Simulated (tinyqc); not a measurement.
The decay curve: photoconductance decay in a wafer: bulk and surface recombination modes, and iron detection by pair splitting. Computed by tinyqc, a small Python program. Command: `OMP_NUM_THREADS=1 python tinyqc.py 3113383 3113384 out.jsonl pcd walk`. One thread of a shared host (Intel(R) Xeon(R) Processor @ 2.30GHz), about 0.01 s of CPU time with the checks.

Both faces of the wafer have the same S; injection is low and all coefficients are constant. x runs from -W/2 to W/2.

Inputs (values chosen for the exercise, modelled on p-type silicon): thickness W = 300 micrometre; diffusivity D = 31.2 cm^2/s; bulk lifetime tau_b without iron = 2500 microsecond; surface recombination velocity S = 130 cm/s; absorption coefficient alpha = 3000 1/cm.

Method:
- Even modes cos(a x) obey b tan b = S W/(2 D) with b = a W/2, odd modes sin(a x) obey -b cot b = S W/(2 D); each decays at the rate 1/tau_b + D a^2.
- tau_eff is the decay time of the first mode. The surface time is 1/(D a^2) of that mode; shortcuts for it are W/(2 S), W^2/(pi^2 D) and their sum, whose error is sum/surface time - 1.
- Light from one face makes n(x, 0) proportional to exp(-alpha (x + W/2)). Only even modes carry the thickness average: weight c_n = [sin b/b] int n cos(a x) dx / (int cos^2(a x) dx x mean n), with int exp(-alpha (x + W/2)) cos(a x) dx = [alpha cos b (1 - E) + a sin b (1 + E)]/(alpha^2 + a^2), E = exp(-alpha W), and int cos^2 = W/2 + sin(2 b)/(2 a).
- Mean density = sum_n c_n exp(-t/tau_n) over 60 modes; the local decay time is -1/(d ln n/dt).

W^2/(pi^2 D) = 2.92273 microsecond

tau_eff = 112.498 microsecond

Decay:
```
t / (W^2/(pi^2 D))  t (microsecond)  mean density/start  local decay time (microsecond)
0.02                         0.0585             0.99485                           18.87
0.05                         0.1461             0.99124                           29.28
0.10                         0.2923             0.98713                           41.07
0.20                         0.5845             0.98131                           57.71
0.50                         1.4614             0.96973                           89.17
1.00                         2.9227             0.95582                          108.70
2.00                         5.8455             0.93110                          112.43
```

The local decay time goes from 18.9 to 112 microsecond against tau_eff = 112. Early on higher modes speed the decay, so a fit must start late.
